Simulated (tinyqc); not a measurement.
Comparisons within one model: standing waves and exposure in a photoresist film. A value that a table varies takes the place of the one given here.

Normal incidence from air. Unexposed resist: N1 = n1 + i k1 with k1 = (A + B) lam/(4 pi), lam in micrometres. r01 = (1 - N1)/(1 + N1), t01 = 2/(1 + N1). Substrate Ns = ns + i ks: r12 = (N1 - Ns)/(N1 + Ns). With p = exp(2 pi i N1 d/lam), the field at depth z is E(z) = t01 [exp(2 pi i N1 z/lam) + r12 p^2 exp(-2 pi i N1 z/lam)]/(1 + r01 r12 p^2), the relative intensity I(z) = n1 |E(z)|^2 and the reflectance R = |(r01 + r12 p^2)/(1 + r01 r12 p^2)|^2.

Inputs chosen for the exercise (a resist on polySi, indices near tabulated ones; not measured data): lam = 365 nm (vacuum wavelength); n1 = 1.666 (resist index); A = 0.24 1/micrometre (bleachable absorption (Dill A)); B = 0.11 1/micrometre (fixed absorption (Dill B)); d = 934 nm (resist thickness); ns = 4.938 (substrate n); ks = 2.615 (substrate k).

## Swing of the coupled dose with resist thickness

The mean of I is taken over 800 depths; the relative dose to clear is taken as 1/(mean of I over the lowest period, 60 depths), scaled to 1 in the first row.

Swing:
```
d (nm),R,mean I,relative dose
934.0,0.0625,1.2288,1.000
952.3,0.2247,1.0134,1.225
970.5,0.3462,0.8453,1.461
988.8,0.3538,0.8232,1.483
1007.0,0.2442,0.9521,1.275
1025.3,0.0736,1.1630,1.053
1043.5,0.0544,1.1875,1.047
1061.8,0.2118,0.9867,1.271
1080.1,0.3321,0.8278,1.510
1098.3,0.3395,0.8078,1.531
1116.6,0.2311,0.9309,1.323
1134.8,0.0662,1.1263,1.102
1153.1,0.0478,1.1479,1.096
```

The period is 109.5 nm, six rows. The relative dose swings between 1.000 and 1.531, a ratio (max - min)/mean of 0.422, against the estimate 4 sqrt(|r01|^2 |r12|^2) exp(-(A + B) d) = 0.424 for the oscillating part alone; the ratio from the table also holds the slow rise from absorption, 9.6 % over two periods, so the two are not strictly comparable.

## What moves the exposure

The mean of I is over 800 depths. Each row changes one parameter from the base and keeps the others.

Results:
```
case,|r12|^2,R,mean I,I at the bottom
base,0.3463,0.0625,1.2288,0.1808
d = 944 nm,0.3463,0.1446,1.1205,0.1637
n1 = 1.683,0.3426,0.1407,1.1249,0.1675
B = 0.31 1/micrometre,0.3455,0.0318,1.0497,0.1447
ks = 2.354,0.3292,0.0556,1.2121,0.1850
ns = 5.432,0.3661,0.0644,1.2550,0.1611
```

The largest shifts from the base row, up to three for each result and ties (the steps differ in size, so this ranks the rows, not the parameters). |r12|^2: ns +0.0198, ks -0.0171, n1 -0.0037; unchanged at the printed digits by d. R: d +0.0822, n1 +0.0782, B -0.0307. mean I: B -0.1792, d -0.1084, n1 -0.1039. I at the bottom: B -0.0360, ns -0.0196, d -0.0171.

Program tinyqc; command `OMP_NUM_THREADS=1 python tinyqc.py 1682621 1682622 out.jsonl`; about 0.01 s on one thread of a shared Intel(R) Xeon(R) Processor @ 2.30GHz.
